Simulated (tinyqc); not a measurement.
Ion-assisted plasma etching: sheath, surface coverage, synergy and aspect-ratio dependence: one step, computed by the program tinyqc. Command: `OMP_NUM_THREADS=1 python tinyqc.py 3024127 3024128 out.jsonl etch walk`. One thread of a shared host (Intel(R) Xeon(R) Processor @ 2.30GHz), about 0.07 s of CPU time with the checks.

Radicals adsorb on bare sites; ions remove covered sites with a high yield and bare sites by sputtering; a slow spontaneous reaction acts everywhere, walls included.

Problem. Sheath and ion angles. Debye length lambda_D = sqrt(eps_0 T_e/(e n_s)) with n_s = 0.61 n_e, T_e in volts; Child-law sheath d = (sqrt2/3) lambda_D (2 V/T_e)^(3/4); ion energy E = V + T_e/2; angular spread = arctan(sqrt(T_i/E)).

Inputs (values chosen for the exercise, close to those used for silicon in a halogen plasma):

| quantity | value | unit |
|---|---|---|
| plasma density n_e | 1.7e+10 | 1/cm^3 |
| electron temperature T_e | 4.6 | eV |
| sheath voltage V | 460 | V |
| ion temperature T_i | 0.33 | eV |

Feature: round hole.

Constants: eps_0 = 8.8541878128e-12 F/m; e = 1.602176634e-19 C.

Give: Debye length; sheath thickness; ion energy E; angular spread.

Solution.

Debye length = 156.57 um

sheath thickness = 3925.3 um

ion energy E = 462.3 eV

angular spread = 1.5304 degrees

Caution: a sheath of several millimetres is collisional at usual pressures, which lowers the ion energy and widens the angles.
